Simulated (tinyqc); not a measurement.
Two-mode optical phonons of a ternary alloy from two coupled oscillators: one step, computed by the program tinyqc. Command: `OMP_NUM_THREADS=1 python tinyqc.py 3031267 3031268 out.jsonl twomode walk`. One thread of a shared host (Intel(R) Xeon(R) Processor @ 2.30GHz), about 0.01 s of CPU time with the checks.

An alloy A(x)B(1-x)C has an A-C and a B-C bond oscillator. Each TO frequency moves linearly from the impurity mode (dilute end) to the TO of the pure crystal; each strength is proportional to the number of bonds.

Question. LO modes, coupled by the field. eps(omega) = eps_inf + W_1/(omega_1^2 - omega^2) + W_2/(omega_2^2 - omega^2) = 0 is the eigenproblem of the matrix [[omega_1^2 + W_1/eps_inf, sqrt(W_1 W_2)/eps_inf], [sqrt(W_1 W_2)/eps_inf, omega_2^2 + W_2/eps_inf]] for omega_LO^2. Uncoupled values keep the diagonal alone. eps_s = eps_inf + W_1/omega_1^2 + W_2/omega_2^2.

omega_1 (A-C, TO) = 360.58 1/cm

omega_2 (B-C, TO) = 256.523 1/cm

eps_inf = 8.7682

W_1 = 159800.2 1/cm^2

W_2 = 41038.55 1/cm^2

Give: matrix; lower LO mode; upper LO mode; uncoupled values; eps_s.

Answer.

matrix (1/cm^2):
```
           1          2
1  1.482e+05  9.236e+03
2  9.236e+03  7.048e+04
```

lower LO mode = 263.4 1/cm

upper LO mode = 386.4 1/cm

uncoupled values (1/cm): 265.5  385.0

eps_s = 10.62

The field pushes the upper mode up by 1.40 and the lower one down by 2.05 per cm; the lower LO stays between the two TO modes.
